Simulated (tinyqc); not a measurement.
Inside a calculation: strain-driven crossing of the Gamma and L valleys in a germanium-like crystal. Values are carried at full precision from step to step, so a last printed digit may differ when a step is redone from the rounded ones.

Biaxial loads: e0 is the in-plane strain e_par and the normal is free. (001): e_perp = -2 (C12/C11) e_par; exx = eyy = e_par, ezz = e_perp, no shear. (111): e_perp = -(2 C11 + 4 C12 - 4 C44)/(C11 + 2 C12 + 4 C44) e_par; exx = eyy = ezz = (2 e_par + e_perp)/3 and exy = eyz = ezx = (e_perp - e_par)/3. (110): e_perp = -(C11 + 3 C12 - 2 C44)/(C11 + C12 + 2 C44) e_par; exx = eyy = (e_par + e_perp)/2, ezz = e_par, exy = (e_perp - e_par)/2, eyz = ezx = 0. Uniaxial loads: a stress along n, scaled so that n.e.n = e0, with exx = s11 sxx + s12 (syy + szz), exy = s44 sxy/2, s11 = (C11 + C12)/((C11 - C12)(C11 + 2 C12)), s12 = -C12/((C11 - C12)(C11 + 2 C12)), s44 = 1/C44.

Constants: kB = 8.617333262e-05 eV/K; hc = 1239.841984 eV nm.

Parameters, chosen for this exercise (near those of Ge, gaps at low temperature; the results hold for these values, not for the real material): C11 = 129.7 GPa; C12 = 47.6 GPa; C44 = 65.5 GPa; load = biaxial (001) (kind of strain); e0 = 0.0048 (size of the strain); Eg = 0.881 eV (gap at Gamma to the s-like level); EgL = 0.745 eV (gap to L); Dso = 0.292 eV (spin-orbit splitting); ac = -8.23 eV (conduction deformation potential); av = 1.22 eV (valence hydrostatic potential); b = -2.56 eV (tetragonal shear potential); d = -5.32 eV (trigonal shear potential); aL = -1.33 eV (hydrostatic potential of the L edge, Xd + Xu/3); XuL = 16.55 eV (uniaxial potential, L); mG = 0.0404 m0 (mass at Gamma); mL = 0.537 m0 (density-of-states mass of the four L valleys together); T = 300 K (temperature).

## The strain tensor for a biaxial (001) load

Form the tensor and its trace.

strain tensor in the cubic axes:
```
          x         y          z
x  0.004800  0.000000   0.000000
y  0.000000  0.004800   0.000000
z  0.000000  0.000000  -0.003523
```

tr(e) = 0.006077

## Band edges

Edges from the unstrained valence top: Gamma at Eg + ac tr(e); an L valley with unit axis u at EgL + aL tr(e) + XuL (u.e.u - tr(e)/3), u along [111], [1-1-1], [-11-1], [-1-11]; valence edges are the levels of the 6 x 6 matrix of X, Y, Z times spin with -Dso/3 + l exx + m (eyy + ezz) on the diagonal (cyclic), n exy off it, l = av + 2 b, m = av - b, n = sqrt(3) d. Spin-orbit term (Dso/3) L.sigma on X, Y, Z with (L_k)_ij = -i epsilon_kij: <X+|H|Y+> = -i Dso/3, <X+|H|Z-> = Dso/3, <Y+|H|Z-> = -i Dso/3, <Z+|H|X-> = -Dso/3, <Z+|H|Y-> = i Dso/3, <X-|H|Y-> = i Dso/3, and their conjugates; + and - are the spin along z.

Give the edges and the direct and indirect gaps from the top valence edge.

Gamma edge = 0.8310 eV

L edges (eV): [111] 0.7369, [1-1-1] 0.7369, [-11-1] 0.7369, [-1-11] 0.7369

valence edges from the top (eV): 0.0316  -0.0139  -0.2875

direct and indirect gap (eV): 0.7994  0.7053

The gap is indirect: Gamma lies 94 meV above the lowest L valley. The top two valence edges are 45 meV apart.

## Electrons in the Gamma valley

Non-degenerate, parabolic: share = mG^(3/2)/(mG^(3/2) + (mL^(3/2)/4) sum_i exp(-(E_Li - E_Gamma)/kT)). Also the offset at which four equal L valleys hold half of the electrons, kT ln((mL/mG)^(3/2)), and the wavelength hc/E of the direct gap.

(mL/mG)^(3/2) = 48.46
share in Gamma = 0.0542 %
offset for an even split = 100.3 meV
wavelength = 1551 nm

With the L valleys as they lie here, Gamma must be 100 meV below the lowest of them to hold half of the electrons at 300 K; it lies 94 meV above. A direct gap alone is not enough.

## Checks

- Gamma and lowest L edge at e0 = 0.01557, where the linear shifts make them meet (eV): both 0.7188.

Computed by tinyqc, a small Python program: `OMP_NUM_THREADS=1 python tinyqc.py 1050643 1050644 out.jsonl` (the numbers bound the seed that draws the inputs); one thread of a shared host (Intel(R) Xeon(R) Processor @ 2.30GHz), about 0.01 s for the whole set of steps.
